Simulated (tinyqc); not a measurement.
## Doping from the body effect

Problem. The threshold of a long MOSFET, counted against the source, shifts by gamma (sqrt(2 phiF + Vsb) - sqrt(2 phiF)) with gamma = sqrt(2 eps0 eps_r q N)/Cox. Find 2 phiF, gamma and N from two shifts.

Inputs (values chosen for the exercise):
- eps_r = 13 (relative permittivity)

Constants: q = 1.602176634e-19 C, eps0 = 8.8541878128e-14 F/cm where lengths are in cm. Results are converted to the units shown.

|VT - VT(0)| at source-body biases 1.2 and 2.7 V (V): 0.87188509  1.7091827
Cox = 0.31392120 uF/cm^2

Answer. The ratio of the shifts depends on 2 phiF alone and rises steadily with it, so it fixes 2 phiF; either shift then gives gamma, and gamma gives N.

2 phiF = 1.396 V
gamma = 2.029 V^0.5
N = 1.100e18 cm^-3

Numbers from tinyqc (`OMP_NUM_THREADS=1 python tinyqc.py 2060124 2060125 out.jsonl`; about 0.01 s on one thread of a shared Intel Xeon 2.30GHz).
